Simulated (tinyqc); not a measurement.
Short-channel transistor, virtual-source model with series resistance: two steps of the calculation.

The current per gate width is the charge at the top of the source barrier (the virtual source) times its velocity times a saturation function; al and be are fitting constants of the model. Units: I in uA/um, Rs in ohm um, so I Rs = 1e-6 I Rs in volts; Q in uC/cm^2, so I = 1e-4 Q vx0 Fsat with vx0 in cm/s.

Parameters, values chosen for the exercise:
```
symbol   value        unit                                                         meaning
T          325           K                                                     temperature
Cinv      1.52     uF/cm^2                                           inversion capacitance
vx0     1.66e7        cm/s                                  velocity at the virtual source
mu         570  cm^2/(V s)                                               apparent mobility
L           12          nm                                                  channel length
VT0      0.308           V                                 threshold at zero drain voltage
dl       0.123         V/V                                  drain-induced barrier lowering
n0        1.19                                                         subthreshold factor
nd         0.2         1/V                                  growth of n with drain voltage
al         3.5              threshold shift (in units of Vt) from weak to strong inversion
be         1.6                                                     sharpness of saturation
Rs          90      ohm um                               series resistance of each contact
Vgs       0.26           V                                                    gate voltage
Vds       0.05           V                                                   drain voltage
```

Constants: q = 1.602176634e-19 C, kB = 1.380649e-23 J/K, Vt = kB T/q. Results are converted to the units shown.

Problem 1. Current through the series resistance. Intrinsic voltages Vg' = Vgs - I Rs, Vd' = Vds - 2 I Rs. n = n0 + nd Vd', VT = VT0 - dl Vd', Ff = 1/(1 + exp((Vg' - VT + al Vt/2)/(al Vt))), Q = Cinv n Vt ln(1 + exp((Vg' - VT + al Vt Ff)/(n Vt))), Vdsat = (vx0 L/mu)(1 - Ff) + Vt Ff, Fsat = u/(1 + u^be)^(1/be) with u = Vd'/Vdsat, and I(out) = Q vx0 Fsat per width. (Fsat takes the sign of u.) Newton step: I(new) = I + (I(out) - I)/(1 - s), s = dI(out)/dI by a central difference with +/- 0.001 uA/um.

I at the start = 0 uA/um

Wanted: Vg'; Vd'; VT; Ff; Q; Vdsat; Fsat; I(out); s; I after iteration 1.

Solution 1.

Vg' = 0.26000 V
Vd' = 0.050000 V
VT = 0.30185 V
Ff = 0.48174
Q = 0.039654 uC/cm^2
Vdsat = 0.031604 V
Fsat = 0.78269
I(out) = 51.521 uA/um
s = -0.15019
I after iteration 1 = 44.793 uA/um

Problem 2. What the series resistance costs. n = n0 + nd Vd', VT = VT0 - dl Vd', Ff = 1/(1 + exp((Vg' - VT + al Vt/2)/(al Vt))), Q = Cinv n Vt ln(1 + exp((Vg' - VT + al Vt Ff)/(n Vt))), Vdsat = (vx0 L/mu)(1 - Ff) + Vt Ff, Fsat = u/(1 + u^be)^(1/be) with u = Vd'/Vdsat, and I = Q vx0 Fsat per width. I0 is the current for Rs = 0. Effective velocity I/Q; transit time L Q/I.

converged I = 44.719672 uA/um
I0 = 51.520779 uA/um

Wanted: loss against I0; effective velocity; transit time.

Solution 2.

loss against I0 = 13.20 %
effective velocity = 1.222e7 cm/s
transit time = 0.09821 ps

The carriers leave the virtual source at 73.6 % of vx0.

Computed by the program tinyqc: `OMP_NUM_THREADS=1 python tinyqc.py 2380030 2380031 out.jsonl`, one thread of a shared Intel Xeon 2.30GHz, about 0.01 s for the whole run.
